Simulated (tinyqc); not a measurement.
Dielectric confinement in a thin film (image charges): sweeps and comparisons. A value that a table varies takes the place of the one given here.

A film |z| < t/2 of dielectric constant eps between half-spaces of dielectric constant e2; lam = (eps - e2)/(eps + e2), q = e^2/(4 pi eps0). The self-energy of a band edge is taken with the high-frequency value, e2 = eh, and the field of a fixed ion with the static one, e2 = eo. A charge at z has images lam^|n| at n t + (-1)^n z. Its self-energy is S(z) = (q/2 eps) sum over n >= 1 of lam^n [1/(n t - 2z) + 1/(n t + 2z)] for odd n and 2 lam^n/(n t) for even n; at the centre S(0) = -(q/(eps t)) ln(1 - lam).

Donor at the centre, lam from the static eo, trial function cos(pi z/t) exp(-rho/l): E(l) = c/(m l^2) - (q/eps) times the integral over k of F(k t) (1 + (k l/2)^2)^(-3/2), with F(x) = F0 + 2 lam exp(-x) G/(1 - lam exp(-x)), F0 = 2[(1 - exp(-x/2))/x + x (1 + exp(-x/2))/(x^2 + 4 pi^2)], G = 2 sinh(x/2)[1/x - x/(x^2 + 4 pi^2)]; c = hbar^2/2m0. The binding energy is -E at the minimum, counted from the subband edge with its self-energy.

Constants: e^2/(4 pi eps0) = 14.39964547 eV angstrom; hbar^2/2m0 = 3.80998211 eV angstrom^2; Ry = 13.60569312 eV.

Inputs chosen for the exercise (near those of a Si (100) film, two-fold valleys, between layers of SiO2; not measured data):

| symbol | value | unit | meaning |
|---|---|---|---|
| eps | 11.4 |  | dielectric constant of the film |
| eh | 2.2 |  | high-frequency dielectric constant outside |
| eo | 3.8 |  | static dielectric constant outside |
| m | 0.196 | m0 | mass in the plane |
| mz | 0.934 | m0 | mass across the film |
| ts | (10, 15, 22, 32, 48, 70, 100) | angstrom | thicknesses |
| t | 64 | angstrom | film thickness |

## Thinning the film

<S> is the mean over (2/t) cos^2(pi z/t); confinement c (pi/t)^2/mz; donor binding with and without images.

Results:

| t (angstrom) | <S> (meV) | confinement (meV) | binding, no images (meV) | binding (meV) | l (angstrom) |
|---|---|---|---|---|---|
| 10 | 161.5 | 402.6 | 63.5 | 178.7 | 15.0 |
| 15 | 107.6 | 178.9 | 58.2 | 144.1 | 17.2 |
| 22 | 73.4 | 83.2 | 52.6 | 116.4 | 19.7 |
| 32 | 50.5 | 39.3 | 46.8 | 93.7 | 22.5 |
| 48 | 33.6 | 17.5 | 40.4 | 73.4 | 26.1 |
| 70 | 23.1 | 8.2 | 34.5 | 58.1 | 30.1 |
| 100 | 16.1 | 4.0 | 29.3 | 46.2 | 34.6 |

How do the results move?

Between 100 and 10 angstrom the binding goes from 46.2 to 178.7 meV; quantum confinement alone would take it from 29.3 to 63.5, so the images supply +16.9 and +115.2 meV. |<S>| goes as 1/t and exceeds the confinement energy beyond 25 angstrom. For t well above a* = 31 angstrom the separable trial function underbinds, which affects the last rows. Hard-wall energies above 300 meV (up to t = 10 angstrom) overstate the confinement: walls are finite and valleys non-parabolic.

## Choice of the surrounding dielectric

The same film between different dielectrics; in this table one value e2 serves for both eo and eh.

Results:

| case | lam | <S> (meV) | binding (meV) | l (angstrom) |
|---|---|---|---|---|
| e2 = 1 | 0.839 | 39.7 | 104.7 | 28.1 |
| e2 = 2.5 | 0.640 | 23.0 | 73.9 | 28.7 |
| e2 = 3.9 | 0.490 | 15.4 | 60.7 | 29.2 |
| e2 = 7.5 | 0.206 | 5.5 | 44.3 | 30.1 |
| e2 = 16 | -0.168 | -3.8 | 30.4 | 31.3 |
| e2 = 25 | -0.374 | -7.9 | 24.7 | 32.0 |
| e2 = 80 | -0.751 | -14.3 | 16.4 | 33.5 |

What can be read from the table?

The binding spans a factor 6.4, from 105 meV in vacuum to 16.4 meV for e2 = 80; going from 3.9 to 25 changes it by -36.0 meV and the band edge by -23.3 meV, so the binding responds 1.55 times as much as the edge (for an orbit much smaller than t the binding would change by twice the change of S(0), -39.1 meV; here l/t = 0.46 for e2 = 3.9).

## What each parameter does

<S> is the mean over (2/t) cos^2(pi z/t). Each row changes one parameter from the base and keeps the others.

Results:

| case | lam from eh | <S> (meV) | binding (meV) | l (angstrom) |
|---|---|---|---|---|
| base | 0.676 | 25.2 | 61.4 | 29.1 |
| t = 74 angstrom | 0.676 | 21.8 | 56.1 | 30.8 |
| eps = 10.3 | 0.648 | 25.9 | 67.5 | 27.5 |
| eo = 5.3 | 0.676 | 25.2 | 52.5 | 29.5 |
| eh = 2.9 | 0.594 | 20.4 | 61.4 | 29.1 |
| m = 0.235 m0 | 0.676 | 25.2 | 65.7 | 26.0 |

What does this show?

The largest shifts from the base row, up to three for each result and ties (the steps differ in size, so this ranks the rows, not the parameters). lam from eh: eh -0.082, eps -0.028; unchanged at the printed digits by t, eo and m. <S> (meV): eh -4.8, t -3.4, eps +0.7; unchanged at the printed digits by eo and m. binding (meV): eo -8.9, eps +6.0, t -5.4; unchanged at the printed digits by eh. l (angstrom): m -3.1, eps -1.7, t +1.7; unchanged at the printed digits by eh.

Run: tinyqc, `OMP_NUM_THREADS=1 python tinyqc.py 1250659 1250660 out.jsonl`; Intel(R) Xeon(R) Processor @ 2.30GHz, one thread, shared host; about 0.05 s of CPU time with all checks.
